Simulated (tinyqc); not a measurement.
Global model of a low-pressure process discharge: electron temperature, density, ion flux and ion energy: one step, computed by the program tinyqc. Command: `OMP_NUM_THREADS=1 python tinyqc.py 3113690 3113691 out.jsonl plasma walk`. One thread of a shared host (Intel(R) Xeon(R) Processor @ 2.30GHz), about 0.01 s of CPU time with the checks.

Maxwellian electrons with temperature T_e in eV, one positive ion, no negative ions, uniform bulk density n; rate constants have the Arrhenius form.

Question. Geometry factors. n_g = p/(k_B T_g); lambda_i = 1/(n_g sigma); h_L = 0.86/sqrt(3 + L/(2 lambda_i)), h_R = 0.8/sqrt(4 + R/lambda_i); A_eff = 2 pi R^2 h_L + 2 pi R L h_R; d_eff = pi R^2 L/A_eff.

Inputs (values chosen for the exercise, of the order of those of an inductive discharge in a simple atomic gas):

| quantity | value | unit |
|---|---|---|
| ion-neutral cross section | 9.9e-19 | m^2 |
| pressure p | 0.33 | Pa |
| gas temperature T_g | 600 | K |
| radius R | 15 | cm |
| height L | 9.3 | cm |

Constants: k_B = 1.380649e-23 J/K.

Give: gas density n_g; ion mean free path; h_L; h_R; A_eff; d_eff.

Answer.

gas density n_g = 3.984e+19 1/m^3

ion mean free path = 2.536 cm

h_L = 0.3912

h_R = 0.2541

A_eff = 775.7 cm^2

d_eff = 8.475 cm
